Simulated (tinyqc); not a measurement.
Ion-assisted plasma etching: sheath, surface coverage, synergy and aspect-ratio dependence. From one set of inputs to another, one input at a time. Computed by tinyqc, a small Python program. Command: `OMP_NUM_THREADS=1 python tinyqc.py 3029417 3029418 out.jsonl etch ladder`. One thread of a shared host (Intel(R) Xeon(R) Processor @ 2.30GHz), about 0.01 s of CPU time with the checks.

Radicals adsorb on bare sites; ions remove covered sites with a high yield and bare sites by sputtering; a slow spontaneous reaction acts everywhere, walls included.

The inputs printed are set A. Set A is close to those used for silicon in a halogen plasma; the values taken over come from a set close to those used for silicon dioxide in a fluorocarbon plasma. Inputs not listed in the table keep their values of set A, so the rows need not describe a real material.

Inputs (values chosen for the exercise, close to those used for silicon in a halogen plasma):
```
quantity,value,unit
plasma density n_e,1.3e+10,1/cm^3
electron temperature T_e,3.8,eV
ion mass M_i,80,u
sheath voltage V,130,V
radical density n,3.8e+13,1/cm^3
radical mass M_n,80,u
gas temperature T_g,500,K
sticking coefficient s,0.44,-
radicals per removed unit x,3,-
yield slope b,0.38,eV^(-1/2)
threshold E_th,11,eV
sputter slope b_p,0.017,eV^(-1/2)
sputter threshold E_p,38,eV
spontaneous reaction probability k_c,0.00067,-
solid density N,5e+22,1/cm^3
ion temperature T_i,0.56,eV
```

Feature: long trench.

Constants: e = 1.602176634e-19 C; u = 1.6605390666e-27 kg; k_B = 1.380649e-23 J/K; eps_0 = 8.8541878128e-12 F/m.

Method:
- Bohm speed u_B = sqrt(e T_e/M_i); ion flux G_i = 0.61 n_e u_B; radical flux G_n = n c/4 with c = sqrt(8 k_B T_g/(pi M_n)).
- Debye length lambda_D = sqrt(eps_0 T_e/(e n_s)) with n_s = 0.61 n_e, T_e in volts; Child-law sheath d = (sqrt2/3) lambda_D (2 V/T_e)^(3/4); ion energy E = V + T_e/2; angular spread = arctan(sqrt(T_i/E)).
- Yields: Y = b (sqrt(E) - sqrt(E_th)) on covered sites, Y_p = b_p (sqrt(E) - sqrt(E_p)) on bare ones (zero below threshold).
- Steady coverage: s G_n (1 - theta) = x Y G_i theta; removal flux = Y G_i theta + Y_p G_i (1 - theta) + k_c G_n; rate = flux/N, 1 cm/s = 6e8 nm/min.
- Lateral rate = k_c G_n/N; anisotropy = 1 - lateral/vertical; synergy = vertical/(ions alone + radicals alone), with ions alone Y_p G_i/N and radicals alone the lateral rate.

Each row keeps all changes above it:
```
input moved,from,to,coverage theta,anisotropy,sheath thickness (um)
set A,-,-,0.90583,0.95387,1825.0
radical density n (1/cm^3),3.8e+13,9e+13,0.95795,0.90212,1825.0
spontaneous reaction probability k_c,0.00067,5.8e-06,0.95795,0.99906,1825.0
electron temperature T_e (eV),3.8,4.5,0.95433,0.99914,1749.5
plasma density n_e (1/cm^3),1.3e+10,1.1e+10,0.96108,0.99899,1901.9
ion mass M_i (u),80,50,0.95127,0.99919,1901.9
sticking coefficient s,0.44,0.56,0.96131,0.99920,1901.9
yield slope b (eV^(-1/2)),0.38,0.37,0.96229,0.99918,1901.9
```

Coverage theta goes from 0.906 to 0.962, a factor 1.06 in all. The largest single move comes from radical density n (a factor 1.06), and ion mass M_i works against it (a factor 0.9898). Anisotropy goes from 0.954 to 0.999, a factor 1.05 in all. The largest single move comes from spontaneous reaction probability k_c (a factor 1.11), and radical density n works against it (a factor 0.946). Sheath thickness goes from 1820 to 1900, a factor 1.04 in all. The largest single move comes from plasma density n_e (a factor 1.09), and electron temperature T_e works against it (a factor 0.959). The single moves hold for this order of the switches; the total does not depend on the order.

Extremes, crossings and ranges named in words are read from the listed rows.
